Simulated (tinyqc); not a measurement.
Worked calculation: RKS/PBE in the 6-311g basis, for He, spin multiplicity 1. One step of it, computed by the program tinyqc.

Problem. Iteration 6 (converged): orbitals. Diagonalise F' = X^T F X, C = X C', fill 1 alpha and 1 beta electrons from the bottom; D = 2 C_occ C_occ^T. Each column has its largest component positive (the first on a tie).

converged F (hartree), order 1He 1s, 1He 2s, 1He 3s:
```
[[1.252279, -0.922958, -0.787896],
 [-0.922958, -0.277849, -0.413260],
 [-0.787896, -0.413260, -0.206701]]
```

X, order 1He 1s, 1He 2s, 1He 3s:
```
[[1.316564, -0.645914, 0.150682],
 [-0.645914, 1.855498, -0.771405],
 [0.150682, -0.771405, 1.436671]]
```

Give: F' = X^T F X; orbital energies; coefficients C; D after iteration 6.

Solution.

F' = X^T F X (hartree):
```
[[3.3876, -2.7922, 0.0158],
 [-2.7922, 2.0531, -0.7379],
 [0.0158, -0.7379, 0.2259]]
```

orbital energies (hartree): [-0.5746, 0.6087, 5.6324]

coefficients C, order 1He 1s, 1He 2s, 1He 3s:
```
[[0.2720, -0.1722, -1.4386],
 [0.4614, -1.1229, 1.7266],
 [0.4197, 1.4077, -0.7239]]
```

D after iteration 6, order 1He 1s, 1He 2s, 1He 3s:
```
[[0.1480, 0.2510, 0.2283],
 [0.2510, 0.4258, 0.3873],
 [0.2283, 0.3873, 0.3523]]
```
